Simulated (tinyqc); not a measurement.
Worked calculation: Luttinger-Kohn k.p, four valence bands. One step of it, computed by the program tinyqc.

Question. Levels at k. Diagonalise the Hermitian matrix.

H(k) at k (eV), lower triangle (Hermitian):
```
                      3/2                  1/2                -1/2      -3/2
3/2              0.102548
1/2   -0.065844+0.038543i             0.117682
-1/2  -0.018449+0.040519i             0.000000            0.117682
-3/2             0.000000  -0.018449+0.040519i  0.065844-0.038543i  0.102548
```

Give: eigenvalues.

Answer.

eigenvalues (eV): 0.021  0.021  0.199  0.199
